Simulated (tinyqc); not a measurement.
# Input admittance of a MOSFET at zero drain bias: distributed channel and distributed gate: effects of single changes

Source and drain grounded, strong inversion, w = 2 pi f, Cox = eps0 eox/tox. The channel is an RC line of resistance 1/(mu Cox Vo) per square fed from both ends, so one finger has the intrinsic admittance y = i w Cox L tanh(g)/g per width, g = (1/2) sqrt(i w tau), tau = L^2/(mu Vo). The vertical resistance rv/L is in series with y, the overlaps 2 i w Cov in parallel: y_t = 1/(1/y + rv/L) + 2 i w Cov. The gate strip is a line of Rsh/L per length loaded by y_t, so a finger has Y = y_t Wf tanh(k)/k, k = (Wf/sd) sqrt(y_t Rsh/L); the device has Nf Y.

Values chosen for this exercise; values of the order met in silicon radio-frequency transistors: relative permittivity of the gate insulator (close to silicon dioxide) eox = 3.9; insulator thickness tox = 1.8 nm; channel length L = 0.2 um; finger width Wf = 2 um; number of fingers Nf = 16; channel mobility mu = 140 cm^2/(V s); gate overdrive Vo = 0.67 V; sheet resistance of the gate Rsh = 31 ohm/square; vertical resistivity of the gate stack rv = 5.8 ohm um^2; number of ends at which a finger is contacted sd = 2; overlap and fringe capacitance on each side Cov = 0.39 fF/um; frequency f = 27 GHz.

Constants: eps0 = 8.8541878128e-14 F/cm where lengths are in cm. Results are converted to the units shown.

Each table varies one quantity; the others keep the values above.

## Input impedance against frequency

Low-frequency limits, with c = Cox L and ct = c + 2 Cov: R_strip = Rsh Wf/(3 sd^2 L Nf), R_ch = (c/ct)^2 L/(12 mu Cox Vo Wf Nf), R_vert = (c/ct)^2 rv/(L Wf Nf), C = ct Wf Nf. Z = 1/(Nf Y) = R + 1/(i w C), Q = |Im Z|/R, far-point signal |1/cosh k|.

The same in every row: low-frequency R (ohm) = 4.2395.

Input impedance against frequency:
```
f (GHz)      w tau       |k|  R (ohm)  C (fF)       Q  signal at the far point
0.3      0.0080382  0.036727   4.2395  147.74  847.02                   1.0000
0.6       0.016076  0.051940   4.2395  147.74  423.51                   1.0000
2         0.053588  0.094828   4.2395  147.74  127.05                  0.99997
4          0.10718   0.13410   4.2394  147.73  63.530                  0.99989
9          0.24115   0.20112   4.2392  147.71  28.242                  0.99942
20         0.53588   0.29958   4.2381  147.59  12.722                  0.99716
50          1.3397   0.47123   4.2309  146.83  5.1239                  0.98292
100         2.6794   0.65488   4.2064  144.24  2.6231                  0.93997
300         8.0382   0.99824   4.0079  123.92  1.0682                  0.76046
```

What does the table show?

R falls from 4.24 to 4.01 ohm and C falls from 148 to 124 fF. Q goes as f^(-1.00) between the first two rows and f^(-0.82) between the last two, where w tau = 8.04 and |k| = 0.998. The low-frequency limits hold both R and C within 5 % up to f = 100 GHz among the rows.

## Dividing a fixed width into fingers

Total width Wf Nf = 32 um; each finger also has a contact resistance Rc at each contacted end, which adds Rc/(sd Nf). The resistances are low-frequency limits, good while |k| is below about 1; the far-point signal is |1/cosh k| at f, without Rc.

The same in every row: R_ch + R_vert (ohm) = 2.6249.

Results:
```
Nf   Wf (um)  R_strip (ohm)  Rc/(sd Nf) for Rc = 30 ohm (ohm)  sum (ohm)  signal at the far point
1     32.000         413.33                            15.000     430.96                 0.034438
2     16.000         103.33                            7.5000     113.46                  0.26605
4     8.0000         25.833                            3.7500     32.208                  0.75051
16    2.0000         1.6146                           0.93750     5.1770                  0.99485
32    1.0000        0.40365                           0.46875     3.4973                  0.99893
64   0.50000        0.10091                           0.23438     2.9602                  0.99975
128  0.25000       0.025228                           0.11719     2.7673                  0.99994
```

Estimate the missing row, Nf = 8.

Computed row:
```
Nf  Wf (um)  R_strip (ohm)  Rc/(sd Nf) for Rc = 30 ohm (ohm)  sum (ohm)  signal at the far point
8    4.0000         6.4583                            1.8750     10.958                  0.96622
```

With this row back in the table: R_strip falls as 1/Nf^2, from 413 to 0.0252 ohm, the contact term as 1/Nf, and R_ch + R_vert stays at 2.62 ohm since the total width is fixed. The sum is within a factor 1.5 of that floor from Nf = 32 on. More fingers add wiring capacitance, which is left out.

tinyqc, about 0.01 s, one thread, Intel Xeon 2.30GHz (shared host): `OMP_NUM_THREADS=1 python tinyqc.py 2262013 2262014 out.jsonl`
